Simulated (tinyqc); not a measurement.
# Changing the Mott potential V

Model: Cabrera-Mott growth of a thin oxide under its own electric field. Computed by tinyqc, a small Python program. Command: `OMP_NUM_THREADS=1 python tinyqc.py 3017664 3017665 out.jsonl cabrera sweep`. One thread of a shared host (Intel(R) Xeon(R) Processor @ 2.30GHz), about 0.02 s of CPU time with the checks.

Electrons cross the film freely and set a fixed potential V across it; the field V/x lowers the barrier for ions entering the oxide.

Inputs (values chosen for the exercise, for a model metal):

| quantity | value | unit |
|---|---|---|
| barrier W | 1.44 | eV |
| ion charge number z | 2 | - |
| half jump distance b | 2.1 | angstrom |
| prefactor u0 = N Omega nu | 3.2e+12 | angstrom/s |
| temperature T | 400 | K |
| starting thickness x0 | 4.8 | angstrom |
| time t | 540000 | s |

Backward hops: kept.

Constants: k_B = 8.617333262e-05 eV/K.

Method. u = u0 exp(-W/(k_B T)), X1 = z b V/(k_B T) with V in volts and k_B T in eV; dx/dt = 2 u sinh(X1/x). t(x) = int_(x0)^x dx / (dx/dt) by Gauss-Legendre quadrature (80 points on each side of (x0 + 2 x)/3), solved for x.

One run for each value:

| Mott potential V (V) | thickness x (angstrom) | field at time t (MV/cm) | rate at time t (angstrom/s) |
|---|---|---|---|
| 0.40 | 26.50 | 1.5096 | 1.4115e-05 |
| 0.65 | 37.64 | 1.7269 | 1.8590e-05 |
| 0.90 | 47.89 | 1.8794 | 2.2492e-05 |
| 1.10 | 55.67 | 1.9760 | 2.5357e-05 |
| 1.40 | 66.84 | 2.0946 | 2.9356e-05 |
| 1.60 | 74.03 | 2.1613 | 3.1872e-05 |
| 1.90 | 84.51 | 2.2483 | 3.5469e-05 |
| 2.10 | 91.33 | 2.2994 | 3.7771e-05 |
| 2.40 | 101.34 | 2.3684 | 4.1104e-05 |

Describe the trends.

Over the rows, thickness x (angstrom) rises from 26.5 to 101 (exponent d ln y / d ln x 0.72 between the first rows and 0.78 between the last); field at time t (MV/cm) rises from 1.51 to 2.37 (exponent d ln y / d ln x 0.28 between the first rows and 0.22 between the last); rate at time t (angstrom/s) rises from 1.41e-5 to 4.11e-5 (exponent d ln y / d ln x 0.57 between the first rows and 0.63 between the last).

Caution (rows 0.900, 1.10, 1.40, 1.60, 1.90, 2.10, 2.40): the starting field or rate is formal: the first layers form as fast as oxygen arrives. Caution (rows 1.90, 2.10, 2.40): at x0 the field term exceeds the barrier W, so the first layers form faster than any hopping formula describes; the later thickness hardly depends on x0. Caution (rows 2.40): electrons tunnel only through a few nanometres, so beyond about 10 nm a fixed Mott potential is doubtful.
